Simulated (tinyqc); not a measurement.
# Offset from the accumulated charge

Question. Layer 1 (x < 0) accumulates electrons and layer 2 (x > 0) is depleted. Boltzmann statistics. Sheet densities from the first integral: Q1 = sqrt((2 eps0 eps_r Vt N1/q)(exp(u1) - u1 - 1)) extra electrons, Q2 = sqrt((2 eps0 eps_r Vt N2/q)(exp(-u2) + u2 - 1)) missing ones, u = V/Vt; neutrality Q1 = Q2 + si. V1 + V2 = dE + Vt ln[(N2/Nc2)/(N1/Nc1)]. Find V1, V2 and dE.

Values chosen for this exercise; values of the order of III-V alloys:
```
symbol   value   unit                                      meaning
T          200      K                                  temperature
eps_r     13.2                relative permittivity of both layers
Nc1     4.6e17  cm^-3  density of states of the narrow-gap layer 1
Nc2     9.6e17  cm^-3    density of states of the wide-gap layer 2
N1      5.1e15  cm^-3                     donor density in layer 1
N2      2.3e16  cm^-3                     donor density in layer 2
si           0  cm^-2                fixed charge at the interface
```

Constants: q = 1.602176634e-19 C, kB = 1.380649e-23 J/K, Vt = kB T/q, eps0 = 8.8541878128e-14 F/cm where lengths are in cm. Results are converted to the units shown.

Q1 = 2.2490234e11 cm^-2

Answer. Each sheet density rises steadily with its bending, so Q1 fixes V1 and Q2 = Q1 - si fixes V2.

V1 = 0.06531 V
V2 = 0.1680 V
dE = 0.2200 eV

tinyqc, about 0.1 s, one thread, Intel Xeon 2.30GHz (shared host): `OMP_NUM_THREADS=1 python tinyqc.py 2410126 2410127 out.jsonl`
